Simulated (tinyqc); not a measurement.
Gate voltage for a given inversion charge.

Question. p-type body, charge-sheet picture, depletion and inversion only, full ionisation (an idealisation for deep acceptors), Boltzmann statistics (rough once Na exp(x - xn) passes about Nc/7). In units of Vt: xg = (Vg - Vfb)/Vt, x = psi/Vt, G = gamma/sqrt(Vt), xn = (2 phiF + Vc)/Vt. The implicit equation is (xg - x)^2 = G^2 [x - 1 + exp(x - xn)] for x above about 3. Cox = eps0 eox/tox. ni = sqrt(Nc Nv) exp(-Eg/(2 Vt)), Eg in volts; phiF = Vt ln(Na/ni); gamma = sqrt(2 q eps0 eps_r Na)/Cox. N_inv = (Cox Vt G/q) [sqrt(x - 1 + exp(x - xn)) - sqrt(x - 1)]. Find x - xn, psi and Vg.

Values chosen for this exercise; band and dielectric values close to those of silicon: temperature T = 350 K; band gap Eg = 1.11 eV; relative permittivity eps_r = 11.5; conduction-band density of states at T Nc = 3.59e19 cm^-3; valence-band density of states at T Nv = 3.35e19 cm^-3; relative permittivity of the gate insulator (close to silicon dioxide) eox = 3.9; insulator thickness tox = 1.8 nm; acceptor density Na = 3.2e16 cm^-3; flat-band voltage Vfb = -0.57 V; channel-body voltage Vc = 0.2 V.

Constants: q = 1.602176634e-19 C, kB = 1.380649e-23 J/K, Vt = kB T/q, eps0 = 8.8541878128e-14 F/cm where lengths are in cm. Results are converted to the units shown.

N_inv = 1.1e10 cm^-2

Answer. N_inv rises steadily with x, so it fixes x; the implicit equation then gives xg directly.

x - xn = 0.06835
psi = 0.8905 V
Vg = 0.3708 V

Computed by the program tinyqc: `OMP_NUM_THREADS=1 python tinyqc.py 2122016 2122017 out.jsonl`, one thread of a shared Intel Xeon 2.30GHz, about 0.01 s for the whole run.
